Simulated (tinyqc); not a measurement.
Tight binding, honeycomb lattice, step by step. Computed by tinyqc, a small Python program that keeps every step. Settings: t1 = 1.54, t2 = 0.32, phi = 0, delta = 0.67, points = 6. Command: `OMP_NUM_THREADS=1 python tinyqc.py 31810 31811 out.jsonl` (the two numbers bound the seeds that draw the settings). One thread of a shared host (Intel(R) Xeon(R) Processor @ 2.60GHz), about 0.01 s of CPU time with the checks.

## Bloch Hamiltonian at k

Parameters chosen for this model:
```
parameter     value                        unit
t1         1.540000                 eV, nearest
t2         0.320000       eV, second neighbours
phi               0  rad, phase of t2 (Haldane)
delta      0.670000          eV, +/- on A and B
```

k point k (fractions of the reciprocal vectors): [-0.22000, 0.21000]

H_AB = -t1 (1 + exp(-i k.a1) + exp(-i k.a2)); H_AA = delta - 2 t2 sum cos(k.b + phi), H_BB = -delta - 2 t2 sum cos(k.b - phi), b = a1, a2 - a1, -a2.

H(k) at k (eV), order A, B:
```
[[0.97000, -2.21155-0.02110i],
 [-2.21155+0.02110i, -0.37000]]
```

## Levels at k

Diagonalise the Hermitian matrix.

eigenvalues (eV): [-2.01090, 2.61091]

weights |c|^2 of the basis functions, order A, B:
```
[[0.35504, 0.64496],
 [0.64496, 0.35504]]
```

## Bloch Hamiltonian at K

k point K (fractions of the reciprocal vectors): [0.33333, 0.66667]

As before.

H(k) at K (eV), order A, B:
```
[[1.63000, 0.00000],
 [0.00000, 0.29000]]
```

## Levels at K

As before.

eigenvalues (eV): [0.29000, 1.63000]

weights |c|^2 of the basis functions, order A, B:
```
[[0.00000, 1.00000],
 [1.00000, 0.00000]]
```

## Bands along a path

The same steps at evenly spaced points between the labelled ones.

Bands along the path (eV):
```
k            band 1   band 2
G          -6.58833  2.74833
G-K 0.33   -5.04823  2.86489
G-K 0.67   -1.80120  2.55947
K           0.29000  1.63000
K-M 0.33   -0.18906  1.92787
K-M 0.67   -0.79839  2.22347
M          -1.03943  2.31943
M-K' 0.33  -0.79839  2.22347
M-K' 0.67  -0.18906  1.92787
K'          0.29000  1.63000
```

With 1 band(s) filled, the highest filled level on these points lies at K and the lowest empty one at K: a gap of 1.3400 eV, direct.

## Chern number of the lower band

On a 6 x 6 mesh, the phase of the product of overlaps around each plaquette (k1 then k2); the sum over 2 pi is an integer.

plaquette phases (rad):
```
[[0.00000, -0.01767, -0.07887, 0.00000, 0.03552, 0.01165],
 [0.01767, 0.00000, -0.07887, -0.59443, 0.00000, 0.03552],
 [0.07887, 0.07887, 0.00000, -0.59443, -0.59443, 0.00000],
 [0.00000, 0.59443, 0.59443, 0.00000, -0.07887, -0.07887],
 [-0.03552, 0.00000, 0.59443, 0.07887, 0.00000, -0.01767],
 [-0.01165, -0.03552, 0.00000, 0.07887, 0.01767, 0.00000]]
```

Chern number = 0.00000
